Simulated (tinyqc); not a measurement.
# From decay length back to impurity potential U

Model: Koster-Slater impurity in a tight-binding band, by Green functions and by supercells. Computed by tinyqc, a small Python program. Command: `OMP_NUM_THREADS=1 python tinyqc.py 3018643 3018644 out.jsonl kosterslater inv`. One thread of a shared host (Intel(R) Xeon(R) Processor @ 2.30GHz), about 0.02 s of CPU time with the checks.

One orbital per site, e(k) = -2 t sum cos(k_i) over 1 direction(s), band from -2 t to 2 t, lattice constant 1. One site has the extra energy U. Spin is left out.

Inputs (values chosen for the exercise, for a model band): hopping t = 1.9 eV.

Lattice: chain.

Method:
- Outside the band G0(E) = sign(E)/sqrt(E^2 - 4 t^2).
- A bound state solves 1/U = G0(E).
- Bisection in ln(distance from the edge) between 1e-5 t and |U| + t. Weight on the impurity site: -1/(U^2 dG0/dE), by a central difference with step min(1e-4 t, distance/30). Decay length along an axis: 1/arccosh(1 + distance/(2 t)).

Task: A run gave the result below. Find the impurity potential U, known to lie between 6.9 and 10 eV.

decay length = 0.7005183 sites

Result:

Each step takes the trial c = (a f_b - b f_a)/(f_b - f_a), f being the result less the target and a, b, c the logarithms of the listed values; c replaces end b, the old b replaces a if the sign of f changed, and otherwise f_a is halved.

Scan of the range:
```
impurity potential U (eV)  decay length (sites)
6.90                                   0.736332
7.34                                   0.707909
7.81                                   0.681162
8.31                                   0.656081
8.84                                   0.632623
9.40                                   0.610719
10.00                                  0.589964
```

False position (Illinois rule, in the logarithm of the input) inside the bracket:
```
step    end a    end b    trial  decay length (sites)
1     7.34000  7.81000  7.46696              0.700345
2     7.34000  7.46696  7.46122              0.700681
3     7.46696  7.46122  7.46400              0.700518
4     7.46122  7.46400  7.46400              0.700518
```

Decay length falls at every point of a 13-point scan of the range (every second point is shown), so one value fits; it is bracketed by 7.34 and 7.81. Answer: impurity potential U = 7.464 eV.
